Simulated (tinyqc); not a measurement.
Inside a calculation. Model: short-channel transistor, virtual-source model with series resistance.

Numbers from tinyqc (`OMP_NUM_THREADS=1 python tinyqc.py 2380055 2380056 out.jsonl`; about 0.01 s on one thread of a shared Intel Xeon 2.30GHz). Printed values are rounded.

The current per gate width is the charge at the top of the source barrier (the virtual source) times its velocity times a saturation function; al and be are fitting constants of the model. Units: I in uA/um, Rs in ohm um, so I Rs = 1e-6 I Rs in volts; Q in uC/cm^2, so I = 1e-4 Q vx0 Fsat with vx0 in cm/s.

Values chosen for this exercise:
```
symbol   value        unit                                                         meaning
T          300           K                                                     temperature
Cinv      3.11     uF/cm^2                                           inversion capacitance
vx0     1.49e7        cm/s                                  velocity at the virtual source
mu         130  cm^2/(V s)                                               apparent mobility
L           65          nm                                                  channel length
VT0       0.43           V                                 threshold at zero drain voltage
dl       0.141         V/V                                  drain-induced barrier lowering
n0         1.2                                                         subthreshold factor
nd           0         1/V                                  growth of n with drain voltage
al         3.5              threshold shift (in units of Vt) from weak to strong inversion
be         1.6                                                     sharpness of saturation
Rs         250      ohm um                               series resistance of each contact
Vgs        1.2           V                                                    gate voltage
Vds        0.1           V                                                   drain voltage
```

Constants: q = 1.602176634e-19 C, kB = 1.380649e-23 J/K, Vt = kB T/q. Results are converted to the units shown.

## Iteration 1: current through the series resistance

I at the start = 0 uA/um

Intrinsic voltages Vg' = Vgs - I Rs, Vd' = Vds - 2 I Rs. n = n0 + nd Vd', VT = VT0 - dl Vd', Ff = 1/(1 + exp((Vg' - VT + al Vt/2)/(al Vt))), Q = Cinv n Vt ln(1 + exp((Vg' - VT + al Vt Ff)/(n Vt))), Vdsat = (vx0 L/mu)(1 - Ff) + Vt Ff, Fsat = u/(1 + u^be)^(1/be) with u = Vd'/Vdsat, and I(out) = Q vx0 Fsat per width. (Fsat takes the sign of u.) I(new) = I(out).

Vg' = 1.2 V
Vd' = 0.1 V
VT = 0.4159 V
Ff = 1.045425e-4
Q = 2.438580 uC/cm^2
Vdsat = 0.7449248 V
Fsat = 0.1309725
I(out) = 475.8865 uA/um
I after iteration 1 = 475.8865 uA/um

## Iteration 2: current through the series resistance

As before.

Vg' = 1.081028 V
Vd' = -0.1379432 V
VT = 0.4494500 V
Ff = 5.638518e-4
Q = 1.964367 uC/cm^2
Vdsat = 0.7445945 V
Fsat = -0.1778625
I(out) = -520.5871 uA/um
I after iteration 2 = -520.5871 uA/um

## Course of the iteration: current through the series resistance

Stop when I changes by less than 1e-7 uA/um, or after 30 iterations.

Course of the iteration:
```
iteration  I (uA/um)  |change| (uA/um)
1           475.8865               476
2          -520.5871               996
3           1797.817              2320
4          -680.1583              2480
5           2192.850              2870
6          -369.4781              2560
7           1415.564              1790
8          -900.9311              2320
9           2721.144              3620
...              ...               ...
22         -199.6249              2610
23          981.0270              1180
24         -946.0985              1930
25          2826.463              3770
26         -19.52019              2850
27          524.4624               544
28         -590.3472              1110
29          1971.764              2560
30         -548.7512              2520
```

Not converged within 30 iterations. The value swings from side to side without settling. At the solution, 139.2 uA/um, the slope dI(out)/dI is -2.34: its size exceeds one, so plain substitution moves away from the root. A rerun with Newton steps converges in 4 iterations.
